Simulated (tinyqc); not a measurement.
Changing the wavelength: surface photovoltage measurement of the minority-carrier diffusion length in a wafer. Computed by tinyqc, a small Python program. Command: `OMP_NUM_THREADS=1 python tinyqc.py 3130025 3130026 out.jsonl spv sweep`. One thread of a shared host (Intel(R) Xeon(R) Processor @ 2.30GHz), about 0.01 s of CPU time with the checks.

Low injection, steady light, a depletion layer much thinner than 1/alpha and L. The excess density dn is taken at the front edge of the neutral region; light that reaches the back is lost.

Inputs (values chosen for the exercise, modelled on p-type silicon at room temperature):
```
quantity                                             value        unit
diffusion length L                                     140  micrometre
wafer thickness W                                      775  micrometre
diffusivity D                                         29.1      cm^2/s
front recombination velocity S_f                      4000        cm/s
back recombination velocity S_b                        110        cm/s
photon flux entering                               4.3e+12  1/(cm^2 s)
minority density at the surface barrier scale n_0  2.8e+10      1/cm^3
temperature T                                          298           K
```

Constants: k_B = 8.617333262e-05 eV/K.

Method:
- alpha = (84.732/lambda - 76.417)^2 per cm with lambda in micrometre (an empirical fit for silicon between 0.7 and 1.05 micrometre).
- Thick wafer: dn = Phi L/((S_f + D/L)(L + 1/alpha)). Finite wafer, with s = S_b L/D, w = W/L, a = alpha L: dn = [Phi a/(a^2 - 1)] [a - B - exp(-alpha W)(a - s)/(cosh w + s sinh w)]/(S_f + B D/L), B = (sinh w + s cosh w)/(cosh w + s sinh w).
- Photovoltage V = (k_B T/e) ln(1 + dn/n_0). Lifetime = L^2/D.

One run for each value:
```
wavelength (nm)  dn, finite wafer (1/cm^3)  penetration depth 1/alpha (micrometre)  dn, thick wafer (1/cm^3)
780                             6.6185e+08                                    9.64                6.6185e+08
811                             6.4858e+08                                   12.70                6.4857e+08
842                             6.3060e+08                                   17.05                6.3059e+08
874                             6.0490e+08                                   23.73                6.0489e+08
905                             5.6996e+08                                   33.76                5.6995e+08
936                             5.2061e+08                                   50.24                5.2059e+08
968                             4.4830e+08                                   80.93                4.4827e+08
1030                            2.2908e+08                                  292.50                2.2899e+08
```

Over the rows, dn, finite wafer (1/cm^3) falls from 6.62e8 to 2.29e8 (exponent d ln y / d ln x -0.52 between the first rows and -11 between the last); penetration depth 1/alpha (micrometre) rises from 9.64 to 292 (exponent d ln y / d ln x 7.1 between the first rows and 21 between the last); dn, thick wafer (1/cm^3) falls from 6.62e8 to 2.29e8 (exponent d ln y / d ln x -0.52 between the first rows and -11 between the last).  Left out: 999 (alpha L too near 1 for the formula).
